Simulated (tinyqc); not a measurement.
Doping density: delta-doped layer in the Thomas-Fermi potential.

All donors ionised in the plane z = 0, zero temperature, energies from the Fermi level EF of the Thomas-Fermi model, which lies at the bulk band edge; c = hbar^2/2m0, q = e^2/(4 pi eps0). gv = 1 equivalent valley, m_d = sqrt(m3^3/mz) in the plane. With n = (gv/3 pi^2)(m3 (-V)/c)^(3/2) and V'' = -(4 pi q/eps) n for z > 0, the solution is V = -b/(|z| + z0)^4 with sqrt(b) = 20/K, K = (4 pi q/eps)(gv/3 pi^2)(m3/c)^(3/2), and z0^5 = 4b/(e F0), e F0 = 2 pi q N/eps; 1e13/cm^2 = 1e-3/angstrom^2. Exchange and correlation are left out.

Subbands solve -(c/m_z) psi'' + V psi = E psi on 1280 points of spacing z0/80; up to ten levels for each group, kept if bound with an rms width below 2.5 z0.

Constants: hbar^2/2m0 = 3.80998211 eV angstrom^2; e^2/(4 pi eps0) = 14.39964547 eV angstrom.

Values chosen for the exercise (near those of a delta-doped layer in GaAs; not measured data):
```
symbol  value                                         unit         meaning
m3      0.07                                          m0           density-of-states mass of a valley
mz      0.07                                          m0           mass along z
eps     13                                                         dielectric constant
Nl      (0.022, 0.044, 0.088, 0.15, 0.26, 0.44, 0.7)  x 1e13/cm^2  sheet densities
```

The well, the lowest level and the filling anew; at zero temperature n_i = g m_d (mu - E_i)/(2 pi c), with mu fixed by sum n_i = N.

Results:
```
N (1e13/cm^2)  z0 (angstrom)  depth (eV)  lowest (eV)  next - lowest (eV)  occupied  share of lowest (%)
0.022                  377.1      0.0144      -0.0066              0.0056         3                 86.7
0.044                  328.3      0.0251      -0.0123              0.0098         3                 81.1
0.088                  285.8      0.0438      -0.0228              0.0170         3                 75.6
0.15                   256.9      0.0670      -0.0366              0.0257         4                 71.1
0.26                   230.1      0.1041      -0.0593              0.0393         4                 66.6
0.44                   207.1      0.1586      -0.0939              0.0586         5                 62.3
0.70                   188.8      0.2299      -0.1405              0.0831         5                 58.7
```

What does the comparison show, and why?

The depth grows as N^(4/5) and z0 shrinks as N^(-1/5): factors 15.9 and 2.00 for 32 times the doping. The lowest level deepens faster, with exponent 0.88, since the zero-point energy takes a smaller share of a deeper well (54 % falling to 39 %). The number of occupied subbands is 3 in the first row and 5 in the last. Up to N = 0.044 the donor spacing exceeds 1.5 Bohr radii (one radius, a0 eps/m with the density-of-states mass, is 98 angstrom), where a uniform sheet is a crude picture of discrete donors (beyond about three radii electrons stay on single donors).

Computed by tinyqc, a small Python program: `OMP_NUM_THREADS=1 python tinyqc.py 1251030 1251031 out.jsonl` (the numbers bound the seed that draws the inputs); one thread of a shared host (Intel(R) Xeon(R) Processor @ 2.30GHz), about 0.09 s for the whole set of steps.
